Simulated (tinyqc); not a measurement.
# Gate work function from the charge

Problem. For an undoped double gate, Q = 8 eps0 eps_r Vt beta tan(beta)/ts with 0 < beta < pi/2, and at the source (Vg - dphi)/(2 Vt) - ln[(2/ts) sqrt(2 eps0 eps_r Vt/(q ni))] = ln(beta) - ln(cos beta) + 2 r beta tan(beta), r = eps_r tox/(eox ts). Find beta and dphi.

Inputs (values chosen for the exercise); material values close to those of silicon: temperature T = 300 K; relative permittivity of the semiconductor eps_r = 11.8; relative permittivity of the gate insulator eox = 8.93; insulator thickness tox = 5 nm; body thickness ts = 8 nm; gate voltage Vg = 0.82 V.

Constants: q = 1.602176634e-19 C, kB = 1.380649e-23 J/K, Vt = kB T/q, eps0 = 8.8541878128e-14 F/cm where lengths are in cm. Results are converted to the units shown.

Qs = 561.00331 nC/cm^2
ni = 8.8783559e9 cm^-3

Answer. beta tan(beta) rises from 0 without bound on the interval, so the charge fixes beta; the second relation is then explicit in dphi. At this charge the surface density passes 0.3 Nc, so the classical Boltzmann model is only formal.

beta = 1.09
dphi = 0.100 V

Computed by the program tinyqc: `OMP_NUM_THREADS=1 python tinyqc.py 2440029 2440030 out.jsonl`, one thread of a shared Intel Xeon 2.30GHz, about 0.01 s for the whole run.
